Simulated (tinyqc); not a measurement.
# Nudged elastic band on a two-dimensional model surface, step by step

A worked calculation. Computed by tinyqc, a small Python program that keeps every step. Command: `OMP_NUM_THREADS=1 python tinyqc.py 3002895 3002896 out.jsonl neb walk`. One thread of a shared host (Intel(R) Xeon(R) Processor @ 2.30GHz), about 0.5 s of CPU time with the checks. Intermediate numbers are printed to about 7 digits and carried at full precision; extremes and crossings named in words are read from the listed rows.

V(x, y) = h u^2 + t x + (kappa/2)(y + c u)^2 with u = x^2/w^2 - 1; the path runs from the minimum near (-w, 0) to that near (w, 0).

Inputs (values chosen for the exercise, for a model surface):
```
quantity                    value           unit
height h                      1.4             eV
half width w                  1.6       angstrom
transverse stiffness kappa    2.3  eV/angstrom^2
curvature c                  0.63       angstrom
tilt t                       0.19    eV/angstrom
movable images n                3              -
spring constant k_s          0.79  eV/angstrom^2
step factor eta             0.089  angstrom^2/eV
iteration cap                 600              -
```

Surface: curved double well. Climbing image: off.

## Stationary points

Newton steps x(new) = x - H^-1 grad V (moves limited to 0.3 angstrom) from (-w, 0), (w, 0) and (0, c) give the two minima and the saddle.

positions (angstrom):
```
                x          y
start   -1.641778  -0.033330
end      1.554663   0.035197
saddle   0.087115   0.628132
```

energies (eV): start -0.308019, end 0.299756, saddle 1.408264

barrier from the start = 1.716283 eV

## Straight-line start

Images are spaced evenly on the line between the minima.

images at the start (angstrom):
```
                  x           y
image 1  -0.8426679  -0.0161980
image 2  -0.0435577   0.0009338
image 3   0.7555525   0.0180656
```

energies above the start (eV): 1.134571  2.152077  1.552417

The highest image lies +0.4358 eV from the true barrier.

## Iteration 1

Tangent at image i: towards the higher neighbour if the energies rise or fall through i; at a maximum or minimum, tau = t+ dmax + t- dmin if V(i+1) > V(i-1), else t+ dmin + t- dmax, with t+ = R(i+1) - R(i), t- = R(i) - R(i-1) and dmax, dmin the larger and smaller of |V(i+1) - V(i)| and |V(i-1) - V(i)|; then normalise. Force F = -grad V + (grad V.tau) tau + k_s (|t+| - |t-|) tau. Update R(new) = R + eta F; the end points stay fixed.

unit tangents:
```
                 x          y
image 1  0.9997703  0.0214336
image 2  0.9997703  0.0214336
image 3  0.9997703  0.0214336
```

forces (eV/angstrom):
```
                 x         y
image 1  -0.024142  1.126088
image 2  -0.031126  1.451890
image 3  -0.022548  1.051747
```

images after iteration 1 (angstrom):
```
                  x          y
image 1  -0.8448165  0.0840239
image 2  -0.0463279  0.1301520
image 3   0.7535457  0.1116711
```

## Iteration 2

The formulas are those given above.

unit tangents:
```
                 x           y
image 1  0.9983355   0.0576732
image 2  0.9999851   0.0054595
image 3  0.9997332  -0.0230987
```

forces (eV/angstrom):
```
                 x         y
image 1  -0.059809  0.956748
image 2  -0.006068  1.150135
image 3   0.024553  0.902898
```

images after iteration 2 (angstrom):
```
                  x          y
image 1  -0.8501395  0.1691745
image 2  -0.0468680  0.2325141
image 3   0.7557309  0.1920290
```

## All iterations

Start on the straight line; stop when the largest force is below 1e-4 or above 1e6 eV/angstrom.

Course of the band:
```
iteration  highest image (eV)  largest force (eV/angstrom)
1                    2.152077                 1.452224e+00
2                    1.983589                 1.150151e+00
3                    1.877913                 9.110596e-01
4                    1.811552                 7.221348e-01
5                    1.769775                 5.727694e-01
6                    1.743397                 4.545416e-01
7                    1.726684                 3.608557e-01
8                    1.716052                 2.865526e-01
9                    1.709251                 2.275858e-01
...                       ...                          ...
111                  1.692126                 1.339487e-04
112                  1.692123                 1.287022e-04
113                  1.692119                 1.236611e-04
114                  1.692115                 1.188175e-04
115                  1.692112                 1.141636e-04
116                  1.692109                 1.096920e-04
117                  1.692105                 1.053955e-04
118                  1.692102                 1.012673e-04
119                  1.692099                 9.730084e-05
```

Band at the end:
```
image  x (angstrom)  y (angstrom)    E (eV)
0         -1.641778    -0.0333297  0.000000
1         -0.937583     0.5016039  0.742375
2         -0.061891     0.6243027  1.692099
3          0.816198     0.5211892  1.232764
4          1.554663     0.0351973  0.607775
```

energy of the highest image = 1.692099 eV

iterations = 119

largest force at the end = 9.730084e-05 eV/angstrom

Converged in 119 iterations. Without a climbing image the highest image lies 24.18 meV below the saddle.

## Plain band against climbing image

With a climbing image, the highest image feels instead F = -grad V + 2 (grad V.tau) tau and no spring. Images are counted without the end points, and convergence is judged on the largest force on an image. Each run starts on the straight line with the same k_s and eta, for at most 1500 iterations; errors are against the Newton saddle; a dash marks a run that did not reach 1e-4 eV/angstrom.

Error of the highest image (meV) and iterations:
```
images  plain, error  plain, iterations  climbing, error  climbing, iterations
2           -198.566                 71                0                    66
3            -24.184                119                0                    59
4            -45.951                152                0                   106
5            -24.815                207                0                   101
6            -12.204                246                0                   160
8             -2.674                345                0                   214
10            -0.198                445                0                   273
```

The plain band underestimates the barrier by 0.20 to 198.57 meV, depending on how near an image falls to the saddle (worst for 2 images, best for 10). The climbing image is within about 0.001 meV in every converged run, so few images suffice for the barrier.
